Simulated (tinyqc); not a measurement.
Stretching all distances: RHF, UHF, MP2, CISD and CCSD against full CI in the 6-31g basis, for H2, spin multiplicity 1. Computed by the program tinyqc with PySCF. Command: `OMP_NUM_THREADS=1 python tinyqc.py 113934 113935 out.jsonl`; one thread of a shared host (Intel(R) Xeon(R) Processor @ 2.60GHz), about 4 s.

Geometry (angstrom):
```
atom       x       y       z
H     0.0000  0.0000  0.0000
H     0.0000  0.0000  0.6610
```

All coordinates are multiplied by the scale. c0^2 is the weight of the RHF determinant in the lowest singlet FCI state (UHF is spin-contaminated and may lie near states of higher spin) and n(LUMO) the first natural occupation beyond the occupied space.

Full CI energy (hartree) and errors against it (kcal/mol):
```
scale  distance 1-2 (angstrom)    E(FCI)     RHF     UHF     MP2   CISD   CCSD  <S^2> UHF   c0^2  n(LUMO)
0.870                    0.575  -1.12281  13.432  13.432   3.679  0.000  0.000      0.000  0.990    0.013
1.200                    0.793  -1.15040  16.410  16.410   5.140  0.000  0.000      0.000  0.984    0.028
1.530                    1.011  -1.12507  20.300  20.300   7.402  0.000  0.000      0.000  0.971    0.055
1.860                    1.229  -1.09108  25.865  25.579  10.856  0.000  0.000      0.107  0.948    0.100
2.200                    1.454  -1.05986  33.778  23.559  15.846  0.000  0.000      0.538  0.912    0.173
2.530                    1.672  -1.03649  43.626  17.105  21.999  0.000  0.000      0.756  0.862    0.271
2.860                    1.890  -1.02017  55.245  10.896  28.992  0.000  0.000      0.871  0.801    0.391
```

UHF parts from RHF first at scale 1.86 of those listed, where <S^2> leaves zero. The weight c0^2 goes from 0.99 to 0.80 and n(LUMO) from 0.01 to 0.39: static correlation grows as the bonds break into open-shell fragments. The spread of the error along the curve, which distorts its shape, is CISD 0.0, CCSD 0.0, UHF 14.7, MP2 25.3, RHF 41.8 kcal/mol. With two electrons CISD and CCSD are exact.
